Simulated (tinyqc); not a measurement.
# Remanence, coercive field and barrier from the coefficients

Inverse problem. u = al P^2 + be P^4 - E P (P in uC/cm^2, E in kV/cm, u in mJ/cm^3). Find Pr, the polarisation Pc at which dE/dP = 0, Ec and the barrier u(0) - u(Pr).

al = -2.9523593 kV cm/uC
be = 0.0013555369 kV cm^5/uC^3

Answer. Pr^2 = -al/(2 be), Pc^2 = -al/(6 be), Ec = -(4/3) al Pc and the barrier is al^2/(4 be).

Pr = 33.0 uC/cm^2
Pc = 19.1 uC/cm^2
Ec = 75.0 kV/cm
barrier = 1.61e3 mJ/cm^3

Program tinyqc, `OMP_NUM_THREADS=1 python tinyqc.py 2860069 2860070 out.jsonl`; Intel Xeon 2.30GHz, shared host, one thread, about 0.08 s.
